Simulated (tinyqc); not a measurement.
Octagonal on-chip spiral inductor, lumped pi model: two steps of the calculation.

Outer diameter do = di + 2 n wd + 2 (n - 1) sp, mean da = (do + di)/2, fill p = (do - di)/(do + di), length l = 3.314 n da. L = 2.25 mu0 n^2 da/(1 + 3.55 p), mu0 = 4 pi 1e-7 H/m. Rs = rho l/(wd delta (1 - exp(-th/delta))), delta = sqrt(rho/(pi f mu0)). Cs = n wd^2 eps0 eo/hu across the coil. At each end Cox = l wd eps0 eo/(2 ho) leads to the substrate branch Rsi = 2 rs he/(l wd) in parallel with Csi = l wd eps0 11.7/(2 he). With one end grounded Y = 1/(Rs + i w L) + i w Cs + 1/[1/(i w Cox) + 1/(1/Rsi + i w Csi)], w = 2 pi f; Q = -Im Y/Re Y. Eddy currents in neighbouring turns and in the substrate are left out.

Parameters, values chosen for the exercise; values of the order met in silicon radio-frequency processes: number of turns n = 6.5; line width wd = 6 um; space between turns sp = 3 um; inner diameter di = 80 um; metal thickness th = 4 um; metal resistivity rho = 3 uohm cm; oxide below the coil ho = 5.1 um; oxide between coil and underpass hu = 1.3 um; relative permittivity of the oxide eo = 3; substrate resistivity rs = 10 ohm cm; effective spreading depth in the substrate he = 30 um; frequency f = 1.5 GHz.

Constants: eps0 = 8.8541878128e-12 F/m. Results are converted to the units shown.

Problem 1. Geometry and model elements. do, l, L, delta, Rs, Cs, Cox, Rsi and Csi as defined.

Wanted: do; l; L; delta; Rs; Cs; Cox; Rsi; Csi.

Solution 1.

do = 191.0 um
l = 2919 um
L = 6.596 nH
delta = 2.251 um
Rs = 7.804 ohm
Cs = 4.781 fF
Cox = 45.61 fF
Rsi = 342.6 ohm
Csi = 30.24 fF

Problem 2. Admittance, quality factor and apparent inductance. Series branch 1/(Rs + i w L), substrate branch, total Y, Q = -Im Y/Re Y, apparent inductance Im(1/Y)/w, metal-only value w L/Rs, share of the loss in the substrate Re(substrate branch)/Re Y.

L = 6.5958897 nH
Rs = 7.8037107 ohm
Cs = 4.7812614 fF
Cox = 45.606445 fF
Rsi = 342.60591 ohm
Csi = 30.237073 fF

Find: series branch; substrate branch; Y; Q; apparent inductance; w L/Rs; share of the loss in the substrate.

Solution 2.

series branch = 1.99-15.84i mS
substrate branch = 0.0597+0.4152i mS
Y = 2.05-15.38i mS
Q = 7.509
apparent inductance = 6.780 nH
w L/Rs = 7.966
share of the loss in the substrate = 2.916 %

Q is 94.3 % of the metal-only value.

Computed by the program tinyqc: `OMP_NUM_THREADS=1 python tinyqc.py 2302034 2302035 out.jsonl`, one thread of a shared Intel Xeon 2.30GHz, about 0.01 s for the whole run.
